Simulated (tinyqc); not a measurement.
Finnis-Sinclair potential for a bcc metal: fit to cohesion and elasticity, then vacancy, surfaces and structure: one step, computed by the program tinyqc. Command: `OMP_NUM_THREADS=1 python tinyqc.py 3110129 3110130 out.jsonl fsfit walk`. One thread of a shared host (Intel(R) Xeon(R) Processor @ 2.30GHz), about 0.01 s of CPU time with the checks.

E = (1/2) sum V(r) - A sqrt(rho), rho = sum phi(r), phi = (r - d)^2 for r < d, V = (r - c)^2 (c0 + c1 r + c2 r^2) for r < c. In bcc the 8 first neighbours lie at sqrt(3) a/2 and the 6 second at a; both cut-offs lie below the third shell; Omega = a^3/2; E is per atom and z the number of atoms in a shell. The four constants A, c0, c1, c2 are fitted to E_c, zero pressure, B and C12 - C44 alone, so C44 and C11 - C12 are not matched singly; defects are unrelaxed.

Task: Three linear equations for c0, c1, c2. With v_k = (r - c)^2 r^k the rows are (1/2) sum z v_k, (1/2) sum z r v_k' and (1/2) sum z r^2 v_k''. With rho1 = sum z r phi' and rho2 = sum z r^2 phi'' the right-hand sides are: -E_c + A sqrt(rho) (cohesion); A rho1/(2 sqrt(rho)) (zero pressure); 9 B Omega + A [rho2/(2 sqrt(rho)) - rho1^2/(4 rho^(3/2))] with B = (C11 + 2 C12)/3.

Inputs (values chosen for the exercise, modelled on tantalum):

| quantity | value | unit |
|---|---|---|
| lattice constant a | 3.306 | angstrom |
| cohesive energy E_c | 8.01 | eV |
| target C11 | 264 | GPa |
| target C12 | 159 | GPa |
| pair cut-off c/a | 1.286 | - |

rho = 14.03906 angstrom^2

A = 2.368277 eV/angstrom

rho1 = -82.17949 angstrom^2

rho2 = 262.3113 angstrom^2

Constants: 1 eV/angstrom^3 = 160.2176634 GPa.

Give: matrix; right-hand side.

Result:

matrix:
```
                 c0      c1      c2
cohesion       10.4    30.9    92.5
pressure      -50.6  -122.1  -280.6
bulk modulus  131.2    98.4  -423.4
```

right-hand side (eV): 0.9  -26.0  203.8
